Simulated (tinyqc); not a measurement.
# Worked calculation: on-chip interconnect, size-dependent resistivity and RC delay

tinyqc, about 0.01 s, one thread, Intel Xeon 2.30GHz (shared host): `OMP_NUM_THREADS=1 python tinyqc.py 2100048 2100049 out.jsonl` Printed values are rounded.

A rectangular line between two neighbours and two ground planes. Surface and grain-boundary scattering are added to the bulk resistivity as corrections; capacitances are parallel-plate values without fringing; inductance is ignored.

Inputs (values chosen for the exercise); metal values close to those of copper: bulk resistivity rho0 = 1.65 uohm cm; bulk mean free path lam = 38.9 nm; specular share of surface scattering ps = 0; reflection coefficient of grain boundaries Rg = 0.3; grain size over the metal width gr = 2; drawn line width wd = 120 nm; aspect ratio, height over width AR = 1.4; liner on both walls and the bottom, not conducting tl = 1.5 nm; space to the neighbouring lines sp = 120 nm; dielectric height to the planes above and below hd = 240 nm; relative permittivity of the dielectric ek = 3.9; Miller factor of the neighbours Mf = 1; line length Lw = 170 um; driver resistance Rd = 1000 ohm; load capacitance Cl = 2.8 fF; time step dt = 4.5 ps.

Constants: eps0 = 8.8541878128e-12 F/m. Results are converted to the units shown.

## Resistivity, resistance and capacitance per length

Metal width x = wd - 2 tl, height y = AR wd - tl; grain boundaries (Mayadas-Shatzkes): al = (lam/(gr x)) Rg/(1 - Rg), g = 1/[1 - 3 al/2 + 3 al^2 - 3 al^3 ln(1 + 1/al)] - 1; surfaces (Fuchs-Sondheimer, thick limit): s = (3/8) lam (1 - ps)(1/x + 1/y); rho = rho0 (1 + g + s); r = rho/(x y); c = eps0 ek (2 wd/hd + 2 Mf AR wd/sp).

x = 117 nm
y = 166.5 nm
al = 0.0712454
g = 0.104461
s = 0.212292
rho = 2.17264 uohm cm
r = 1.11529 ohm/um
c = 0.131219 fF/um

rho is 1.32 times the bulk value; surfaces add more (0.212 against 0.104). The liner takes 3.37 % of the cross-section.

## Ladder and Elmore delays

6 equal pi sections: series Rs = r Lw/6; node capacitances c Lw/6, halved at nodes 0 and 6, with Cl added to node 6; Rd feeds node 0. Elmore delay of node k: the sum, over the resistors on the path to k, of resistance times all capacitance downstream of it.

Rs = 31.5999 ohm

```
node,C (fF),Elmore delay (ps)
0,1.85894,25.1072
1,3.71787,25.8419
2,3.71787,26.4590
3,3.71787,26.9587
4,3.71787,27.3409
5,3.71787,27.6056
6,4.65894,27.7528
```

The far-end value equals Rd (c Lw + Cl) + r Lw (c Lw/2 + Cl) for any number of pi sections; the line resistance contributes 9.53 % of it.

## Step 1: node voltages after a time step

```
node,v at t = 0 (V)
0,0
1,0
2,0
3,0
4,0
5,0
6,0
```

A 1 V step is applied behind Rd at t = 0. C dv/dt = -G v + b, with G the conductance matrix of the ladder (1/Rs between neighbours, 1/Rd added at node 0) and b = (1 V/Rd, 0, ...). Trapezoidal step: (C/dt + G/2) v(new) = (C/dt - G/2) v + b.

```
node,v at t = 1 dt (V)
0,0.261794
1,0.213702
2,0.176768
3,0.149064
4,0.129144
5,0.115966
6,0.108845
```

## Step 2: node voltages after a time step

As before.

```
node,v at t = 2 dt (V)
0,0.294746
1,0.298085
2,0.294672
3,0.288185
4,0.281180
5,0.275369
6,0.271827
```

## Course in time

A 1 V step is applied behind Rd at t = 0. C dv/dt = -G v + b, with G the conductance matrix of the ladder (1/Rs between neighbours, 1/Rd added at node 0) and b = (1 V/Rd, 0, ...). Trapezoidal step: (C/dt + G/2) v(new) = (C/dt - G/2) v + b. The last column solves the same ladder exactly by its modes.

Voltages (V):
```
t (ps),node 0,node 3,node 6,"node 6, exact"
4.500,0.2618,0.1491,0.1088,0.1268
9.000,0.2947,0.2882,0.2718,0.2613
13.50,0.4671,0.3893,0.3708,0.3751
18.00,0.4975,0.4924,0.4742,0.4713
22.50,0.6188,0.5623,0.5532,0.5527
27.00,0.6397,0.6376,0.6220,0.6216
31.50,0.7290,0.6865,0.6817,0.6799
36.00,0.7404,0.7411,0.7289,0.7292
40.50,0.8083,0.7756,0.7728,0.7709
45.00,0.8122,0.8150,0.8059,0.8062
49.50,0.8650,0.8394,0.8377,0.8360
54.00,0.8636,0.8678,0.8611,0.8613
```

The far end of the ladder reaches 0.5 V at 19.50 ps, 0.703 of its Elmore delay (ln 2 = 0.693 for a single pole); the slowest mode has a time constant of 26.91 ps. The largest error of the trapezoidal steps at that node is 18 mV.
